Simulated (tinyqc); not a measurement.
# Tunnelling through a gate dielectric, WKB transmission and Tsu-Esaki current: what changes with what

Electrons leave the emitter at x = 0. Energies E (motion across the layers) are in eV from the emitter Fermi level; the collector Fermi level lies at -V and offers states at every E. No charge in the dielectric and no image force: F1 = V/t1, U = phi1 - F1 x. With C = hbar^2/(2 m0), kappa = sqrt(m (U - E)/C) where U > E and 0 elsewhere; T(E) = exp(-S), S = 2 times the integral of kappa over x.

Parameters, values chosen for the exercise; dielectric values close to those of silicon dioxide:
```
symbol,value,unit,meaning
T,350,K,temperature
Ef,1.7,eV,Fermi energy of the emitter above its band bottom
me,0.26,m0,emitter mass in the supply function
phi1,3.2,eV,barrier of layer 1 above the emitter Fermi level at zero bias
m1,0.49,m0,tunnelling mass of layer 1
t1,3.6,nm,thickness of layer 1
V,4.7,V,voltage across the dielectric
```

Constants: q = 1.602176634e-19 C, kB = 1.380649e-23 J/K, hbar = 1.054571817e-34 J s, m0 = 9.1093837015e-31 kg, Vt = kB T/q, hbar^2/(2 m0) = 0.0380998212 eV nm^2. Results are converted to the units shown.

Each table varies one quantity; the others keep the values above.

## Effect of the thickness t1 at fixed voltage

Each layer adds (2/F) sqrt(m/C) [G(u at its left edge) - G(u at its right edge)] to S, with u = U - E (0 where negative) and G(u) = (2/3) u^1.5. J = J0 times the integral of T(E) N(E) dE, N = ln[(1 + exp(-E/Vt))/(1 + exp((-E - V)/Vt))], J0 = q^2 me m0 kB T/(2 pi^2 hbar^3) (times 1e-4 for A/cm^2 per eV), from E = -Ef to far above the barrier (T = 1 there), by quadrature converged to the digits shown.

Effect of the thickness t1 at fixed voltage:
```
t1 (nm)  S at E = 0   T(E = 0)  J (A/cm^2)  mean E of the current (eV)
2.2           12.81   2.727e-6       314.4                     -0.2931
2.7           15.72   1.483e-7       11.82                     -0.2339
3.2           18.64   8.063e-9      0.4781                     -0.1909
3.7           21.55  4.384e-10     0.02039                     -0.1578
4.2           24.46  2.384e-11    9.073e-4                     -0.1309
4.7           27.37  1.296e-12    4.179e-5                     -0.1082
5.2           30.28  7.048e-14    1.982e-6                    -0.08839
5.7           33.20  3.832e-15    9.654e-8                    -0.07050
```

J falls from 314 to 9.65e-8 A/cm^2: 2.85 decades a nanometre between the first two rows and 2.63 between the last two. The exponent S alone gives dS/dt/ln 10 = 2.53 and 2.53. In 5 of the 8 rows the field exceeds 10 MV/cm (up to 21.4), more than most dielectrics sustain; the model ignores breakdown.

## Effect of the tunnelling mass m1

Same model as above.

Effect of the tunnelling mass m1:
```
m1 (m0)  S at E = 0   T(E = 0)  J (A/cm^2)  mean E of the current (eV)
0.12          10.38   3.120e-5        5297                     -0.3640
0.15          11.60   9.167e-6        1268                     -0.3252
0.2           13.39   1.524e-6       162.0                     -0.2795
0.25          14.98   3.135e-7       27.27                     -0.2472
0.31          16.68   5.725e-8       4.116                     -0.2185
0.4           18.94   5.935e-9      0.3422                     -0.1870
0.5           21.18  6.344e-10     0.03036                     -0.1616
0.63          23.77  4.739e-11    0.001885                     -0.1368
```

J falls from 5300 to 0.00188 A/cm^2. S goes as m1^(0.50): kappa is proportional to the square root of the mass. In every row the field exceeds 10 MV/cm (up to 13.1), more than most dielectrics sustain; the model ignores breakdown.

## Current against voltage

Same model as above.

Results:
```
V (V)  S at E = 0   T(E = 0)  J (A/cm^2)  mean E of the current (eV)
0.2         45.46  1.807e-20   1.223e-12                     -0.1986
0.85        42.97  2.178e-19   1.767e-11                     -0.2491
1.5         40.26  3.291e-18   2.367e-10                     -0.2320
2.15        37.22  6.867e-17    4.218e-9                     -0.2084
2.8         33.64  2.465e-15    1.202e-7                     -0.1753
4.1         24.03  3.650e-11    0.001427                     -0.1345
4.75        20.74  9.787e-10     0.04845                     -0.1662
5.4         18.25   1.189e-8      0.7308                     -0.1960
```

Estimate the missing row, V = 3.45 V.

Computed row:
```
V (V)  S at E = 0   T(E = 0)  J (A/cm^2)  mean E of the current (eV)
3.45        28.56  3.943e-13    1.226e-5                     -0.1089
```

With this row back in the table: J rises from 1.22e-12 to 0.731 A/cm^2, by 1.78 decades a volt between the first two rows and 1.81 between the last two. From V = 3.45 V on (among the rows) a band edge falls below the emitter Fermi level, so electrons at E = 0 no longer cross the full thickness. In 3 of the 9 rows the field exceeds 10 MV/cm (up to 15.0), more than most dielectrics sustain; the model ignores breakdown.

Numbers from tinyqc (`OMP_NUM_THREADS=1 python tinyqc.py 2540041 2540042 out.jsonl`; about 0.03 s on one thread of a shared Intel Xeon 2.30GHz).
